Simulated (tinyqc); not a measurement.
# Inputs raised by 2 %, one at a time

Model: quasi-harmonic thermal expansion with mode Grueneisen parameters. Computed by tinyqc, a small Python program. Command: `OMP_NUM_THREADS=1 python tinyqc.py 3001075 3001076 out.jsonl qha sens`. One thread of a shared host (Intel(R) Xeon(R) Processor @ 2.30GHz), about 0.06 s of CPU time with the checks.

A crystal with two atoms a cell; per atom there are 1 transverse acoustic (TA), 1/2 longitudinal acoustic (LA) and 3/2 optical (O) modes. Every frequency of group i scales as nu_i (V/V0)^(-gamma_i). The acoustic groups have Debye spectra, density 3 nu^2/nu_i^3 up to nu_i (40 Gauss-Legendre points); the optical group has one frequency. Static energy: E = (9 V0 B0/16) [y^3 B' + y^2 (2 - 4 y)], y = (V0/V)^(2/3) - 1, with pressure P_s = (3 B0/2) (z^7 - z^5) [1 + (3/4)(B' - 4)(z^2 - 1)], z = (V0/V)^(1/3).

Inputs (values chosen for the exercise, modelled on magnesium oxide):
```
quantity                       value             unit
static volume V0                9.34  angstrom^3/atom
static bulk modulus B0           162              GPa
static B'                       4.25                -
frequency nu_TA                 8.16              THz
frequency nu_LA                 12.5              THz
frequency nu_O                  15.5              THz
Grueneisen parameter gamma_TA    1.4                -
Grueneisen parameter gamma_LA    1.6                -
Grueneisen parameter gamma_O     1.8                -
temperature T                     30                K
step factor f                    0.8                -
```

Acoustic groups: Debye.

Constants: h x 1 THz = 4.135667696 meV; k_B = 8.617333262e-05 eV/K; 1 eV/angstrom^3 = 160.2176634 GPa.

Method:
- For a mode with x = h nu/(k_B T), n = 1/(exp(x) - 1): U = h nu (n + 1/2), C/k_B = x^2 n (n + 1); U_i and C_i sum these over group i with its weight per atom.
- Phonon pressure P_ph = sum_i gamma_i U_i/V.
- gamma_th = sum gamma_i C_i / sum C_i; volume expansion coefficient alpha_V = gamma_th C k_B/(B0 V0); linear coefficient alpha_V/3; first-order volume change P_ph/B0.
- Start at V0 and step V(new) = V [1 + f (P_s + P_ph)/B0]; stop when |P_s + P_ph| < 1e-8 GPa, after 60 steps, or when V leaves 0.7 to 1.3 V0.
- B_T = -V d(P_s + P_ph)/dV at fixed T (central difference, step 1e-4 V); alpha_V = sum gamma_i C_i k_B/(B_T V), all at V(T); the linear coefficient is alpha_L = alpha_V/3.
- C_P - C_V = alpha_V^2 B_T V T; the optical frequency is nu_O (V/V0)^(-gamma_O).

Runs; columns: (1) input moved; (2) from; (3) to; (4) linear expansion coefficient (ppm/K); (5) isothermal bulk modulus B_T (GPa); (6) C_P - C_V (k_B/atom); (7) gamma_th at V0:
```
(1)                                  (2)     (3)      (4)     (5)         (6)     (7)
base run                               -       -  0.18309  158.89  9.8517e-07  1.4245
static volume V0 (angstrom^3/atom)  9.34  9.5268  0.17929  158.95  9.6372e-07  1.4245
static bulk modulus B0 (GPa)         162  165.24  0.17929  162.13  9.6372e-07  1.4245
static B'                           4.25   4.335  0.18329  158.72  9.8627e-07  1.4245
frequency nu_TA (THz)               8.16  8.3232  0.17412  158.88  8.9101e-07  1.4258
Grueneisen parameter gamma_TA        1.4   1.428  0.18643  158.89  1.0215e-06  1.4491
Grueneisen parameter gamma_O         1.8   1.836  0.18318  158.91  9.8639e-07  1.4245
temperature T (K)                     30    30.6  0.19416  158.89  1.1301e-06  1.4245
```

Exponents ln(y'/y) / ln(x'/x):
```
input                          linear expansion coefficient  isothermal bulk modulus B_T  C_P - C_V  gamma_th at V0
static volume V0                                     -1.059                        0.019     -1.112           0.000
static bulk modulus B0                               -1.059                        1.019     -1.112           0.000
static B'                                             0.055                       -0.054      0.057           0.000
frequency nu_TA                                      -2.536                       -0.003     -5.073           0.046
Grueneisen parameter gamma_TA                         0.915                       -0.001      1.831           0.864
Grueneisen parameter gamma_O                          0.025                        0.004      0.063           0.000
temperature T                                         2.967                        0.000      6.933           0.001
```

Among the inputs moved here: linear expansion coefficient answers most in size to temperature T (exponent +2.967), next to frequency nu_TA (-2.536). Isothermal bulk modulus B_T answers most in size to static bulk modulus B0 (exponent +1.019), next to static B' (-0.054); its exponent is below 0.0005 for temperature T. C_P - C_V answers most in size to temperature T (exponent +6.933), next to frequency nu_TA (-5.073). gamma_th at V0 answers most in size to Grueneisen parameter gamma_TA (exponent +0.864), next to frequency nu_TA (+0.046); its exponent is below 0.0005 for static volume V0, static bulk modulus B0, static B', Grueneisen parameter gamma_O.
